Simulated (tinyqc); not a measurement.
Printed widths: electron-beam lithography: double-Gaussian proximity function, edge placement and dose correction for parallel lines. Computed by tinyqc, a small Python program. Command: `OMP_NUM_THREADS=1 python tinyqc.py 3113315 3113316 out.jsonl proximity walk`. One thread of a shared host (Intel(R) Xeon(R) Processor @ 2.30GHz), about 0.01 s of CPU time with the checks.

Lines are infinitely long. Absorbed energy is counted so that the middle of a very large area written at dose 1 receives 1; the resist develops where it exceeds 1/2.

Inputs (values chosen for the exercise, of the order of those for 10 keV electrons in resist on silicon): forward range alpha = 0.0082 micrometre; backscatter range beta = 1.2 micrometre; backscatter ratio eta = 1.1.

line widths (micrometre): 0.061  0.1  0.053  0.063

gaps between the lines (micrometre): 0.11  0.078  0.16

Method:
- The first line starts at x = 0; each next one starts after the width and the gap.
- f(r) = [exp(-r^2/alpha^2)/alpha^2 + eta exp(-r^2/beta^2)/beta^2]/(pi (1 + eta)). A line from a to b at dose d gives E(x) = d [S(alpha) + eta S(beta)]/(1 + eta), S(s) = [erf((b - x)/s) - erf((a - x)/s)]/2.
- M_ij is the mean of E at the two edges of line i from line j at dose 1.
- Uncorrected edge energies are M 1. Solve M d = 1/2 for the doses d that put the mean edge energy of every line at the threshold.
- Edges are the roots of E(x) = 1/2 between a line centre and the middle of the next gap. Three cases: dose 1 everywhere; one common dose equal to the mean of d; the corrected doses.

Lines (micrometre):

| line | left edge | right edge | centre |
|---|---|---|---|
| 1 | 0.000 | 0.061 | 0.0305 |
| 2 | 0.171 | 0.271 | 0.2210 |
| 3 | 0.349 | 0.402 | 0.3755 |
| 4 | 0.562 | 0.625 | 0.5935 |

corrected doses: 1 1.66005, 2 1.64180, 3 1.64183, 4 1.66643

Width error, printed less drawn (nm):

| line | drawn width (nm) | dose 1 | mean dose | corrected |
|---|---|---|---|---|
| 1 | 61 | -16.042 | -0.06241 | 2.70e-05 |
| 2 | 100 | -15.633 | 0.09780 | 4.00e-06 |
| 3 | 53 | -15.636 | 0.09730 | 3.00e-06 |
| 4 | 63 | -16.193 | -0.11970 | 3.50e-05 |

What follows from these numbers?

With the common mean dose the errors span 0.2 nm. With corrected doses the largest error is below 0.01 nm.

Extremes, crossings and ranges named in words are read from the listed rows.
